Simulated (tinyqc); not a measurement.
Valley-orbit splitting of a donor ground state, with strain: one step, computed by the program tinyqc.

The basis is the 1s envelope in each valley; energies are counted from the unstrained conduction-band edge. The strain is e_s (a a^T - 1/3) for the unit stress axis a, so valley j along n_j moves by Xi_u e_s w_j with w_j = (n_j.a)^2 - 1/3: +2/3 for [111], -2/9 for the others.

Problem. Levels without strain. By symmetry: E(A1) = E_0 + Lambda + 3 Delta_1 (one state), E(T2) = E_0 + Lambda - Delta_1 (three), as binding energies.

Inputs (values chosen for the exercise, for a model many-valley semiconductor): single-valley binding energy E_0 = 7.29 meV; central-cell shift Lambda = 0.52 meV; coupling Delta_1 = 1 meV.

Valleys: four along <111>. Stress axis: [111].

Give: E(A1); E(T2).

Solution.

E(A1) = 10.81 meV

E(T2) = 6.81 meV

Only A1 has all valley amplitudes in phase, so only it has weight at the nucleus.
